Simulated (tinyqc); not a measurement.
# MOSFET in the linear regime without short-channel effects, parameter extraction from computed curves: extraction methods against the temperature

Inversion charge Q = Cox n Vt W0(exp((Vg - VT)/(n Vt))), W0 the Lambert function and n = nf; u = Q/Cox; mobility mu = mu0/(1 + th1 u + th2 u^2); channel resistance Rch = (L - dL)/(W mu Q); Id = Vd/(Rch + Rsd/W). Cox = eps0 eox/tox. Small Vd, no channel-length or drain effects.

From the continuous curve Id(Vg): tangent at peak gm (V_ext = Vg - Id/gm); constant current Id = 0.1 uA W/L; peak of d2Id/dVg2; Y = Id/sqrt(gm) drawn through Vg = VT + 0.6 and VT + 0.8 V, with intercept VT_Y and slope s. Mobilities gm,max L/(W Cox Vd) and s^2 L/(W Cox Vd) with the drawn L. Last column: share of Rsd/W in the total resistance at VT + 0.8 V.

Parameters, values chosen for the exercise; channel values of the order met in silicon transistors: relative permittivity of the gate insulator (close to silicon dioxide) eox = 3.9; insulator thickness tox = 7.5 nm; low-field mobility mu0 = 210 cm^2/(V s); first mobility attenuation factor th1 = 0.19 1/V; second mobility attenuation factor th2 = 0 1/V^2; threshold voltage VT = 0.29 V; body factor nf = 1.24; gate width W = 1 um; drawn gate length L = 0.27 um; drawn less effective length dL = 0.007 um; source plus drain resistance Rsd = 84 ohm um; drain voltage Vd = 0.05 V.

Constants: q = 1.602176634e-19 C, kB = 1.380649e-23 J/K, Vt = kB T/q, eps0 = 8.8541878128e-14 F/cm where lengths are in cm. Results are converted to the units shown.

Extraction methods against the temperature:

| T (K) | V_ext (V) | constant current (V) | second derivative (V) | VT_Y (V) | mobility from gm (cm^2/(V s)) | mobility from Y (cm^2/(V s)) | series share (%) |
|---|---|---|---|---|---|---|---|
| 77 | 0.301 | 0.318 | 0.288 | 0.314 | 192 | 210 | 2.02 |
| 110 | 0.303 | 0.317 | 0.287 | 0.319 | 187 | 208 | 1.99 |
| 150 | 0.305 | 0.314 | 0.286 | 0.325 | 183 | 205 | 1.96 |
| 220 | 0.307 | 0.307 | 0.284 | 0.331 | 177 | 200 | 1.92 |
| 300 | 0.308 | 0.295 | 0.282 | 0.335 | 172 | 194 | 1.87 |
| 370 | 0.308 | 0.284 | 0.280 | 0.336 | 168 | 189 | 1.84 |
| 450 | 0.307 | 0.269 | 0.278 | 0.336 | 163 | 184 | 1.81 |

The model has VT = 0.29 V and mu0 = 210 cm^2/(V s). Over the table the extracted thresholds move by 7.8 mV (tangent), 49 mV (constant current), 11 mV (second derivative), 23 mV (Y function). The mobility from gm falls from 192 to 163 and that from Y falls from 210 to 184 cm^2/(V s).

Program tinyqc, `OMP_NUM_THREADS=1 python tinyqc.py 2210089 2210090 out.jsonl`; Intel Xeon 2.30GHz, shared host, one thread, about 0.01 s.
